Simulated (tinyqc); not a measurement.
Space-charge-limited current through a thin insulating or semi-insulating film with traps: one step, computed by the program tinyqc.

One ohmic injecting contact at x = 0 (field zero), drift only, non-degenerate free carriers.

Question. One point of the curve. Free density n_0 = N_c exp(-E_0/k_B T) in equilibrium; trapped density n_t(n) = N_t/(1 + n_1/n), n_1 = N_c exp(-E_t/k_B T). J = e mu n F and (eps eps_0/e) dF/dx = n - n_0 + n_t(n) - n_t(n_0) = rho(n). With F = J/(e mu n): d = (eps eps_0 J/(e^2 mu)) I_1 and V = (eps eps_0 J^2/(e^3 mu^2)) I_2, I_k = int_(n_L)^infinity dn/(n^(k+1) rho(n)), n_L the density at the anode; with u = n_L/n, 200 Gauss-Legendre points in t, u = 1 - (1 - t)^2. Anode field J/(e mu n_L); Mott-Gurney current (9/8) eps eps_0 mu V^2/d^3; ohmic current e n_0 mu V/d.

Inputs (values chosen for the exercise, modelled on Si3N4):
```
quantity,value,unit
permittivity eps,7.5,-
band mobility mu,0.098,cm^2/(V s)
effective density of states N_c,1e+20,1/cm^3
trap density N_t,7.4e+17,1/cm^3
"equilibrium Fermi level below the band edge, E_0",0.82,eV
thickness d,37,nm
"free density at the anode, in units of N_c",1.3e-08,-
temperature T,300,K
trap level E_t below the band edge,0.47,eV
```

Traps: single level.

Constants: k_B = 8.617333262e-05 eV/K; eps_0 = 8.8541878128e-12 F/m; e = 1.602176634e-19 C.

Give: I_1; I_2; current density J; voltage V; anode field over mean field V/d; trap-free Mott-Gurney current; ohmic current.

Answer.

I_1 = 1.548e-30 cm^6

I_2 = 6.605e-43 cm^9

current density J = 0.009055 A/cm^2

voltage V = 0.9106 V

anode field over mean field V/d = 1.803

trap-free Mott-Gurney current = 1198 A/cm^2

ohmic current = 6.481e-09 A/cm^2
